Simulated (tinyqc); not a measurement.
# Hole mobility in a silicon inversion layer, empirical terms and Matthiessen rule: effect of the inversion density

Inversion layer of sheet density Ns on a uniformly doped body. The mobility terms are empirical power laws with prefactors chosen for the exercise; adding their inverses (Matthiessen) is itself an approximation.

ni = sqrt(Nc Nv) exp(-Eg/(2 Vt)), Eg in volts; Ndep = sqrt(2 eps0 eps_r Nb (2 Vt ln(Nb/ni) + Vsb)/q); E = q (Ndep + eta Ns)/(eps0 eps_r), in MV/cm. With t = T/(300 K): muC = Ac (Ns/1e12 cm^-2) t/(Nb/1e17 cm^-3 + Nit/1e11 cm^-2), muP = Ap E^(-1/3) t^(-1.75), muS = As E^(-gs); 1/mu is the sum of the inverses.

Values chosen for this exercise; material values close to those of silicon: temperature T = 293 K; band gap Eg = 1.11 eV; relative permittivity of the semiconductor eps_r = 11.5; conduction-band density of states at T Nc = 2.75e19 cm^-3; valence-band density of states at T Nv = 2.51e19 cm^-3; body doping Nb = 9.1e17 cm^-3; reverse body bias Vsb = 0.3 V; weight of the inversion charge in the effective field eta = 0.3333; phonon-limited mobility at 1 MV/cm and 300 K Ap = 119 cm^2/(V s); roughness-limited mobility at 1 MV/cm As = 370 cm^2/(V s); exponent of the roughness term gs = 1; Coulomb prefactor Ac = 1100 cm^2/(V s); charge at the interface Nit = 9.8e11 cm^-2.

Constants: q = 1.602176634e-19 C, kB = 1.380649e-23 J/K, Vt = kB T/q, eps0 = 8.8541878128e-14 F/cm where lengths are in cm. Results are converted to the units shown.

Effect of the inversion density:
```
Ns (cm^-2)  E (MV/cm)  muC (cm^2/(V s))  muP (cm^2/(V s))  muS (cm^2/(V s))  mu (cm^2/(V s))
2e11          0.60644            11.369            146.52            610.12           10.371
3.6e11        0.61483            20.463            145.85            601.79           17.426
6.3e11        0.62899            35.811            144.75            588.24           27.373
1.1e12        0.65364            62.527            142.90            566.06           40.392
2e12          0.70084            113.69            139.62            527.94           56.014
3.6e12        0.78475            204.63            134.46            471.49           69.228
6.3e12        0.92635            358.11            127.22            399.42           76.009
1.1e13         1.1728            625.27            117.60            315.47           75.344
2e13           1.6448            1136.9            105.06            224.95           67.371
```

What does the comparison show?

As Ns goes from 2e11 to 2e13 cm^-2, E rises from 0.606 to 1.64 MV/cm and mu goes from 10.4 through a maximum of 76.0 (at Ns = 6.3e12 cm^-2 among the rows listed) to 67.4 cm^2/(V s). The smallest term is the Coulomb one in the first row and the phonon one in the last. Screening lifts the Coulomb term as Ns grows while the field presses the carriers to the interface, hence the maximum. At Ns = 2e13 cm^-2 E passes 1.5 MV/cm, beyond the usual range of such laws.

Numbers from tinyqc (`OMP_NUM_THREADS=1 python tinyqc.py 2510014 2510015 out.jsonl`; about 0.01 s on one thread of a shared Intel Xeon 2.30GHz).
